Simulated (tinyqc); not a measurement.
Three-level Kane dispersion of a narrow-gap semiconductor: one step. The three bands at one k. Three cases, with inputs chosen for the exercise.

Question. Expand the equation into E^3 + a2 E^2 + a1 E + a0 = 0 and give its roots; compare with the two-level form (Dso to infinity) E = Eg/2 +/- sqrt(Eg^2/4 + (2/3) P^2 k^2).

Zero of energy at Gamma8, c = hbar^2/2m0, P^2 = Ep c. The free-electron term and remote bands are left out, so the heavy holes are flat at E = 0 and the other three bands obey E (E - Eg)(E + Dso) = P^2 k^2 (E + 2 Dso/3). The conduction band is the highest root; its edge is Ec = max(Eg, 0).

Constants: hbar^2/2m0 = 3.80998211 eV angstrom^2.

Give: P^2 k^2; a2, a1, a0; roots; two-level form.

Case 1.

Values chosen (near those of grey Sn; the results hold for these values, not for the real material):
- Eg = -0.413 eV (E(Gamma6) - E(Gamma8))
- Dso = 0.79 eV (spin-orbit splitting)
- Ep = 22.5 eV (Kane energy)
- k = 0.027 1/angstrom (wave vector)

Answer.

P^2 k^2 = 0.062493 eV^2

a2, a1, a0: 1.203000  0.263777  -0.032913

roots (eV): -0.8445  -0.4459  0.0874

two-level form (eV): -0.4969  0.0839

The two-level form misses the highest root by -3.6 meV. The order is inverted: the band that would be the light hole curves upward from Gamma8 and touches the heavy holes, so there is no gap.

Case 2.

Values chosen (near those of HgTe; the results hold for these values, not for the real material):
- Eg = -0.308 eV (E(Gamma6) - E(Gamma8))
- Dso = 1.08 eV (spin-orbit splitting)
- Ep = 19.1 eV (Kane energy)
- k = 0.025 1/angstrom (wave vector)

Answer.

P^2 k^2 = 0.045482 eV^2

a2, a1, a0: 1.388000  0.287158  -0.032747

roots (eV): -1.0998  -0.3689  0.0807

two-level form (eV): -0.3865  0.0785

The two-level form misses the highest root by -2.3 meV. The order is inverted: the band that would be the light hole curves upward from Gamma8 and touches the heavy holes, so there is no gap.

Case 3.

Values chosen (near those of HgTe; the results hold for these values, not for the real material):
- Eg = -0.31 eV (E(Gamma6) - E(Gamma8))
- Dso = 1.03 eV (spin-orbit splitting)
- Ep = 18.4 eV (Kane energy)
- k = 0.012 1/angstrom (wave vector)

Answer.

P^2 k^2 = 0.010095 eV^2

a2, a1, a0: 1.340000  0.309205  -0.006932

roots (eV): -1.0347  -0.3259  0.0206

two-level form (eV): -0.3304  0.0204

The two-level form misses the highest root by -0.2 meV. The order is inverted: the band that would be the light hole curves upward from Gamma8 and touches the heavy holes, so there is no gap.

Computed by tinyqc, one run a case: `OMP_NUM_THREADS=1 python tinyqc.py N N+1 out.jsonl` with N = 1080865, 1081028, 1081154; one thread of a shared Intel(R) Xeon(R) Processor @ 2.30GHz, about 0.01 s a run at most.
